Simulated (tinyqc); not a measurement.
# Changing the h

Model: Tersoff bond-order potential. Computed by tinyqc, a small Python program. Command: `OMP_NUM_THREADS=1 python tinyqc.py 3001608 3001609 out.jsonl tersoff sweep`. One thread of a shared host (Intel(R) Xeon(R) Processor @ 2.30GHz), about 0.03 s of CPU time with the checks.

E = (1/2) sum_(i, j != i) [A exp(-lambda r_ij) - b_ij B exp(-mu r_ij)], b_ij = (1 + (beta zeta_ij)^n)^(-1/(2n)), zeta_ij = sum_(k != i, j) g(theta_ijk), g = 1 + c^2/d^2 - c^2/(d^2 + (h - cos theta)^2), with theta at atom i. Only nearest neighbours count (cut-off function 1 for them, 0 beyond).

Inputs (values chosen for the exercise, modelled on carbon):

| quantity | value | unit |
|---|---|---|
| A | 1367.3 | eV |
| B | 348.64 | eV |
| lambda | 3.4879 | 1/angstrom |
| mu | 2.2119 | 1/angstrom |
| beta | 1.65e-07 | - |
| n | 0.7247 | - |
| c | 37090 | - |
| d | 4.331 | - |

Constants: 1 eV/angstrom^3 = 160.2176634 GPa.

Method:
- zeta = 3 g(cos theta = -1/3).
- With z equal bonds of order b, r = ln(lambda A/(mu b B))/(lambda - mu) and E per atom = -(z/2) b B exp(-mu r)(1 - mu/lambda).
- a0 = 4 r/sqrt3; B0 = phi''(r)/(3 a0) with phi'' = mu (lambda - mu) b B exp(-mu r), since b does not change under uniform scaling.
- Second derivatives of the energy per atom, volume V = a0^3/8: e_xx gives C11; e_xx = -e_yy gives 2 (C11 - C12); e_xy = e_yx = s/2 with a sublattice shift u_z gives C44 = (E_ss - E_su^2/E_uu)/V and Kleinman's parameter |E_su/E_uu|/(a0/4).
- Each of the four neighbours loses one bond; its three other bonds now have zeta = 2 g, for the direction that starts at it. E_v = -E + 12 x (1/2)(b(3g) - b(2g)) B exp(-mu r), where -E is the pair-like cost.

One run for each value:

| h | bond order b | energy per atom of the diamond lattice (eV) | C44 (GPa) | unrelaxed vacancy energy E_v (eV) | Kleinman's parameter |
|---|---|---|---|---|---|
| -0.75 | 0.7736 | -5.37 | 357 | 2.80 | 0.5097 |
| -0.70 | 0.8027 | -5.95 | 432 | 3.46 | 0.4288 |
| -0.65 | 0.8328 | -6.57 | 521 | 4.25 | 0.3434 |
| -0.60 | 0.8635 | -7.26 | 622 | 5.17 | 0.2553 |
| -0.55 | 0.8944 | -7.99 | 737 | 6.21 | 0.1661 |
| -0.50 | 0.9247 | -8.75 | 862 | 7.37 | 0.0766 |
| -0.45 | 0.9534 | -9.51 | 996 | 8.58 | 0.0146 |
| -0.40 | 0.9786 | -10.22 | 1138 | 9.76 | 0.1168 |
| -0.30 | 0.9920 | -10.61 | 1038 | 10.43 | 0.1143 |

Describe and explain the trends.

Over the rows, bond order b rises from 0.774 to 0.992; energy per atom of the diamond lattice (eV) falls from -5.37 to -10.6; C44 (GPa) goes from 357 through a maximum among these rows, 1140 at -0.400, to 1040. zeta of the diamond lattice is least when h equals cos(109.47 degrees) = -1/3; there the bond order is highest and a vacancy gains least from stronger back bonds. Left out: -0.350 (the run failed its checks).

Extremes, crossings and ranges named in words are read from the listed rows.
